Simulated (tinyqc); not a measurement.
Avalanche multiplication and breakdown of a junction from ionisation integrals: one step, computed by the program tinyqc.

Ionisation coefficients follow the local field. Position x runs through the depletion layer from the p side (x = 0), where electrons enter, to the n side (x = w), where holes enter. The built-in voltage is neglected.

Task: Breakdown. alpha_n = a_n exp(-(b_n/F)^c), alpha_p = a_p exp(-(b_p/F)^c). Field F = F_m [1 - (2x/w - 1)^2], w = sqrt(8 eps eps_0 F_m/(e a)), V = (2/3) F_m w. With Phi(x) = int_0^x (alpha_n - alpha_p) dx': 1 - 1/M_n = I_n = int_0^w alpha_n exp(-Phi) dx and M_p = M_n exp(-Phi(w)); trapezoid rule on 401 even points; breakdown at I_n = 1. Solve I_n(F_m) = 1.

Inputs (values chosen for the exercise, modelled on GaAs):

| quantity | value | unit |
|---|---|---|
| electron prefactor a_n | 191000 | 1/cm |
| electron field b_n | 582000 | V/cm |
| hole prefactor a_p | 240000 | 1/cm |
| hole field b_p | 640000 | V/cm |
| exponent c | 1.8 | - |
| permittivity eps | 12.9 | - |
| doping gradient a | 6.4e+19 | 1/cm^4 |

Junction: linearly graded.

Constants: e = 1.602176634e-19 C; eps_0 = 8.8541878128e-12 F/m.

Give: critical field F_m; width at breakdown; breakdown voltage.

Result:

critical field F_m = 0.3027 MV/cm

width at breakdown = 5.194 micrometre

breakdown voltage = 104.8 V
